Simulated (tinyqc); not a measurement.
What moves the moment: Stoner model of a band ferromagnet.

Density of states per atom and spin: semi-elliptic, D(e) = (8 M/(pi W^2)) sqrt(W^2/4 - e^2). Levels e -/+ I m/2 for up and down spin, m = n_up - n_down, n_up + n_down = nd. At zero temperature e(N) is the energy below which N states lie, and E(m) = sum over spins of integral e D de - I m^2/4.

Inputs chosen for the exercise: W = 5.8 eV (band width, e from -W/2 to W/2); M = 5 (states per atom and spin); nd = 7.03 (electrons per atom); I = 0.74 eV (Stoner parameter).

Lowest state for each case. Each row changes one parameter from the base and keeps the others.

Results:
```
case          I D(EF)  m (muB)  E - E(0) (meV)
base            0.768    0.000             0.0
W = 5.336 eV    0.835    0.000             0.0
I = 0.799 eV    0.829    0.000             0.0
nd = 6.73       0.781    0.000             0.0
```

The largest shifts from the base row, up to three for each result and ties (the steps differ in size, so this ranks the rows, not the parameters). I D(EF): W +0.067, I +0.061, nd +0.013. m (muB): unchanged at the printed digits by W, I and nd. E - E(0) (meV): unchanged at the printed digits by W, I and nd.

Computed by tinyqc, a small Python program: `OMP_NUM_THREADS=1 python tinyqc.py 1680035 1680036 out.jsonl` (the numbers bound the seed that draws the inputs); one thread of a shared host (Intel(R) Xeon(R) Processor @ 2.30GHz), about 0.2 s for the whole set of steps.
